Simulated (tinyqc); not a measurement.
Splitting against the electric field: valley splitting in a one-orbital chain of atomic planes (second-neighbour model).

Each (001) plane carries one orbital with energy e0, hopping v to the next plane and u to the second: E(phi) = e0 + 2 v cos(phi) + 2 u cos(2 phi), where phi = pi - k a/4 (the sign of every second orbital is chosen so that v > 0, which shifts the phase by pi). The minimum lies at cos(phi0) = -v/(4u), phi0 = pi - (pi/2) k0 for a valley at k0 (2 pi/a), and e0 puts it at zero. A slab of N planes has hard walls: the matrix simply ends.

Values chosen for the exercise (out of a larger set: near those of the Delta valleys of silicon; abrupt walls in this chain split the valleys several times more than measured wells; not measured data): a = 5.441 angstrom (lattice constant; planes lie a/4 apart); Nf = 80 (planes in the thick slab).

u = 0.590395 eV
v = 0.464359 eV
e0 = 1.272098 eV

A thick slab in a field F: plane j = 0, 1, ... gains the energy F j a/4 (1 MV/m = 1e-4 V/angstrom), which presses the electron against the first wall. The exponent is the slope of ln(splitting) against ln F between 20 and 50 MV/m.

Doublet:

| F (MV/m) | mean level (meV) | splitting (meV) | splitting/F (meV per MV/m) |
|---|---|---|---|
| 1 | 8.31 | 0.1581 | 0.1581 |
| 2 | 12.57 | 0.2834 | 0.1417 |
| 5 | 22.73 | 0.6941 | 0.1388 |
| 10 | 35.64 | 1.3880 | 0.1388 |
| 20 | 55.69 | 2.7767 | 0.1388 |
| 50 | 99.71 | 6.9463 | 0.1389 |

Give the missing row, F (MV/m) = 30.

Computed row:
```
F (MV/m)  mean level (meV)  splitting (meV)  splitting/F (meV per MV/m)
30                   72.15           4.1660                      0.1389
```

exponent = 1.00

The splitting goes from 0.1581 to 6.9463 meV. At high field it grows as F^1.00: at a single hard wall it follows the squared slope of the envelope, which is proportional to F, while the level itself grows about as F^(2/3) (here F^0.64). A hard wall is the sharpest interface possible; real Si interfaces split several times less. At the lowest fields the second wall still interferes, so the last column is not yet constant.

Run: tinyqc, `OMP_NUM_THREADS=1 python tinyqc.py 1480204 1480205 out.jsonl`; Intel(R) Xeon(R) Processor @ 2.30GHz, one thread, shared host; about 0.01 s of CPU time with all checks.
